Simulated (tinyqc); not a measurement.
Jacobi rotations on a symmetric matrix, step by step. One step of it, computed by the program tinyqc.

Task: Jacobi rotation 1. Take the largest off-diagonal element A_pq; tan 2 theta = 2 A_pq / (A_qq - A_pp) with |theta| <= pi/4; A' = J^T A J with J_pp = J_qq = cos, J_pq = sin, J_qp = -sin.

A:
```
[[0.689000, -0.019000, -0.533000, 0.342000, 0.125000],
 [-0.019000, 2.136000, 0.284000, -0.316000, -0.007000],
 [-0.533000, 0.284000, 2.926000, -0.136000, 0.016000],
 [0.342000, -0.316000, -0.136000, 2.978000, -0.482000],
 [0.125000, -0.007000, 0.016000, -0.482000, 3.705000]]
```

Give: p, q, theta; A'.

Result:

p, q, theta (rad): [1.0000, 3.0000, -0.2223]

A':
```
[[0.5685, 0.0441, 0.0000, 0.3036, 0.1255],
 [0.0441, 2.1360, 0.2812, -0.3160, -0.0070],
 [0.0000, 0.2812, 3.0465, -0.2081, -0.0120],
 [0.3036, -0.3160, -0.2081, 2.9780, -0.4820],
 [0.1255, -0.0070, -0.0120, -0.4820, 3.7050]]
```
